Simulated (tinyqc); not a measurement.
Single-oscillator infrared dielectric function of a polar cubic crystal: one step, computed by the program tinyqc. Command: `OMP_NUM_THREADS=1 python tinyqc.py 3023653 3023654 out.jsonl infrared walk`. One thread of a shared host (Intel(R) Xeon(R) Processor @ 2.30GHz), about 0.01 s of CPU time with the checks.

One ion pair, charges +Z* and -Z*, in a cell of volume Omega = a^3/4. Frequencies omega are given as wavenumbers (1/cm); eps_s is the static dielectric constant.

Task: LO frequency and static constant from the Born charge. mu = M_A M_B/(M_A + M_B); ionic plasma term W^2 = 4 pi Z*^2 (e^2/(4 pi eps_0))/(Omega mu) in eV/(angstrom^2 u), turned into 1/cm by W = 15.6333042 x 33.35640952 x sqrt(W^2); omega_LO^2 = omega_TO^2 + W^2/eps_inf; eps_s = eps_inf + W^2/omega_TO^2; Szigeti charge 3 Z*/(eps_inf + 2); longitudinal (Callen) charge Z*/eps_inf.

Inputs (values chosen for the exercise, modelled on potassium chloride): lattice constant a = 6.29 angstrom; mass M_A = 39.1 u; mass M_B = 35.45 u; omega_TO = 142 1/cm; Born charge Z* = 1.1 e; eps_inf = 2.14.

Structure: rock salt. Free carriers: absent.

Constants: nu for 1 eV/(angstrom^2 u) = 15.6333042 THz; 1 THz = 33.35640952 1/cm; e^2/(4 pi eps_0) = 14.39964548 eV angstrom.

Give: reduced mass mu; W; omega_LO; eps_s; Szigeti charge; Callen charge.

Result:

reduced mass mu = 18.59 u

W = 226.9 1/cm

omega_LO = 210.3 1/cm

eps_s = 4.693

Szigeti charge = 0.7971 e

Callen charge = 0.5140 e

omega_LO/omega_TO = 1.481; the ions supply 54 % of eps_s, as in a strongly ionic or soft-mode crystal.
